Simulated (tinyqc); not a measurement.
Heat flow across a film from the phonon Boltzmann equation in the relaxation-time approximation: one step, computed by the program tinyqc.

Two black walls, hot at x = 0 and cold at x = L, emit phonons isotropically. For one free path Lambda, with tau = x/Lambda, tau_L = L/Lambda and phi = (T - T_cold)/Delta T, energy balance gives phi(tau) = (1/2) [E2(tau) + int_0^tau_L phi(s) E1(|tau - s|) ds]; E_n are the exponential integrals. The flux over the ballistic flux C v Delta T/4 is psi = 1 - 2 int_0^tau_L phi(s) E2(s) ds, and kappa_eff/kappa = (3/4) tau_L psi. kappa = C v Lambda/3 is an input, so at fixed kappa a longer free path means a smaller C v.

Question. Temperature profile and flux in the small system. Cut the film into n equal cells with constant phi, collocated at the centres c_i: the kernel integrates to A_ij = |E2(|c_i - e_j|) - E2(|c_i - e_(j+1)|)|/2 for cell edges e_j, and A_ii = 1 - E2(half a cell); solve (1 - A) phi = E2(c)/2; psi = 1 - 2 sum_j phi_j [E3(e_j) - E3(e_(j+1))]. In short, (1 - A) phi = b and psi = 1 - 2 sum_j w_j phi_j, with b the right-hand side and w_j the flux weights; the cells divide 0 to tau_L.

1 - A, lower triangle (symmetric):
```
            1           2           3           4          5
1   0.9206853
2  -0.0504869   0.9206853
3  -0.0381645  -0.0504869   0.9206853
4  -0.0314553  -0.0381645  -0.0504869   0.9206853
5  -0.0268989  -0.0314553  -0.0381645  -0.0504869  0.9206853
```

right-hand side E2(c)/2: 0.4603426  0.4098557  0.3716912  0.3402358  0.3133370

optical thickness tau_L = 0.1777778

flux weights E3(e_j) - E3(e_(j+1)): 0.03285571  0.02917899  0.02645074  0.02420787  0.02229173

Give: phi at the cell centres; psi, small system.

Answer.

phi at the cell centres: 0.5783  0.5379  0.5000  0.4621  0.4217

psi, small system = 0.8630
